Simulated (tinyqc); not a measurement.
Through the transition: BHZ model on a square lattice (one spin block).

h(k) = e0 + d.s with s the Pauli matrices in the basis (E, H), k in units of 1/a: dx = (A/a) sin kx, dy = (A/a) sin ky, dz = M - (2B/a^2)(2 - cos kx - cos ky), e0 = -(2D/a^2)(2 - cos kx - cos ky). The other spin block is h*(-k). For small k this is the continuum model with dz = M - B k^2.

Values chosen for the exercise (of the size used for thin Bi2Se3 films; shifted at random, so the results belong to these values and not to a real crystal):

| symbol | value | unit | meaning |
|---|---|---|---|
| A | 2.31 | eV angstrom |  |
| B | -18.9 | eV angstrom^2 |  |
| D | -5.5 | eV angstrom^2 |  |
| a | 15 | angstrom | grid spacing |

M is varied. Direct gap at Gamma 2|M|; smallest direct gap on kx = 0 to 1 in steps of 0.01; nu = 1 for M/B > 0, else 0; middle gap of a ribbon of 40 rows at kx = 0 (block (A/a) sy/(2i) + (B/a^2) sz + D/a^2 between rows, hard walls).

Against M (meV):

| M | 2\|M\| | smallest direct gap | nu | ribbon gap |
|---|---|---|---|---|
| -40 | 80.0 | 80.00 | 1 | 0.001 |
| -25 | 50.0 | 50.00 | 1 | 0.097 |
| -15 | 30.0 | 30.00 | 1 | 1.048 |
| -8 | 16.0 | 16.00 | 1 | 3.999 |
| -3 | 6.0 | 6.00 | 1 | 8.393 |
| 3 | 6.0 | 6.00 | 0 | 16.173 |
| 8 | 16.0 | 16.00 | 0 | 24.059 |
| 15 | 30.0 | 30.00 | 0 | 36.251 |
| 30 | 60.0 | 60.00 | 0 | 64.333 |

How do the results move, and what explains it?

With B < 0, negative M is inverted. There edge states cross the bulk gap: the ribbon gap is 0.097 against 50.0 meV at M = -25 meV, and 8.393 against 6.0 at -3 meV, where the edge states overlap across the whole ribbon and confinement rules, while for positive M confinement raises it above 2|M| (36.25 against 30 meV at M = 15 meV). The smallest direct gap stays at Gamma on all rows.

tinyqc: `OMP_NUM_THREADS=1 python tinyqc.py 1450309 1450310 out.jsonl`; about 0.09 s, one thread, shared Intel(R) Xeon(R) Processor @ 2.30GHz.
